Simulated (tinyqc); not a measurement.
From one set of inputs to another, one input at a time: correction of a charged-defect supercell by a model charge and potential alignment (plane-averaged potentials). Computed by tinyqc, a small Python program. Command: `OMP_NUM_THREADS=1 python tinyqc.py 3110906 3110907 out.jsonl align ladder`. One thread of a shared host (Intel(R) Xeon(R) Processor @ 2.30GHz), about 0.03 s of CPU time with the checks.

The "true" defect charge is (1 - x) q in a Gaussian of width sigma plus x q in one of width sigma_t, so the exact answer is known; the correction sees only a single model Gaussian of width sigma_m. A Gaussian of width s has the transform rho(G) = exp(-G^2 s^2/2), normalised to 1. A uniform background cancels q, so G = 0 is left out. Potentials are those felt by a unit positive charge. E_0 is the formation energy of the isolated defect, E_cell its value in the supercell, E_lat = E_iso - E_per of the model charge, C the true less the model potential far from the defect; the exact correction is E_0 - E_cell, and the error of a scheme is E_cell plus its correction less E_0.

The inputs printed are set A. Inputs not listed in the table keep their values of set A, so the rows need not describe a real material.

Inputs (values chosen for the exercise, with screening close to that of GaN):
```
quantity                                     value      unit
defect charge q                                  3         e
dielectric constant eps                       9.16         -
edge of the cubic cell L                      18.6  angstrom
width sigma of the true defect charge          1.7  angstrom
width sigma_m of the model charge              1.3  angstrom
share x of the charge in a wide tail             0         -
width sigma_t of the tail                      3.6  angstrom
formation energy of the isolated defect E_0   2.63        eV
```

Constants: e^2/(4 pi eps_0) = 14.39964548 eV angstrom.

Method:
- Periodic energy E_per = (2 pi q^2/(eps L^3)) (e^2/(4 pi eps_0)) sum_(G != 0) rho(G)^2/G^2, G = (2 pi/L)(n1, n2, n3), |n_i| <= 16. Isolated energy: two Gaussians of charges q_a, q_b and widths a, b interact by q_a q_b (e^2/(4 pi eps_0 eps)) sqrt(2/pi)/sqrt(a^2 + b^2), and the self-energy is half the sum over pairs.
- Supercell value E_cell = E_0 + E_per - E_iso for the true charge.
- E_lat = E_iso - E_per for the model charge; point-charge value alpha q^2 e^2/(4 pi eps_0 eps 2 L) with alpha = 2.837297.
- Plane-averaged potential at distance z from the defect: V(z) = (4 pi q/(eps L^3)) (e^2/(4 pi eps_0 e)) sum_(m != 0) rho(G_m) cos(G_m z)/G_m^2, G_m = 2 pi m/L, |m| <= 40.
- C = difference at z = L/2; E_corr = E_cell + E_lat - q C. For charges that have died out at L/2, C = (2 pi q/(eps L^3)) (e^2/(4 pi eps_0 e)) (<s^2> - sigma_m^2), <s^2> = (1 - x) sigma^2 + x sigma_t^2.

Each row keeps all changes above it:
```
input moved                                       from    to  E_lat (eV)  alignment C (V)  error without alignment (meV)
set A                                                -     -      1.0558        0.0055259                         16.578
width sigma_t of the tail (angstrom)               3.6   2.6      1.0558        0.0055259                         16.578
dielectric constant eps                           9.16  21.2      0.4562        0.0023876                          7.163
width sigma of the true defect charge (angstrom)   1.7   1.2      0.4562       -0.0004974                         -1.492
edge of the cubic cell L (angstrom)               18.6  12.3      0.6702       -0.0017200                         -5.160
width sigma_m of the model charge (angstrom)       1.3  0.89      0.6887        0.0044577                         13.373
```

Where does the difference come from?

E_lat goes from 1.06 to 0.689, a factor 0.652 in all. The largest single move comes from dielectric constant eps (a factor 0.432), and edge of the cubic cell L works against it (a factor 1.47). Alignment C goes from 0.00553 to 0.00446, -0.00107 in all. The largest single move comes from width sigma_m of the model charge (+0.00618), but it runs against the net change; the largest move in the direction of the net change is dielectric constant eps (-0.00314). Error without alignment goes from 16.6 to 13.4, -3.2 in all. The largest single move comes from width sigma_m of the model charge (+18.5), but it runs against the net change; the largest move in the direction of the net change is dielectric constant eps (-9.41). The single moves hold for this order of the switches; the total does not depend on the order.

Extremes, crossings and ranges named in words are read from the listed rows.
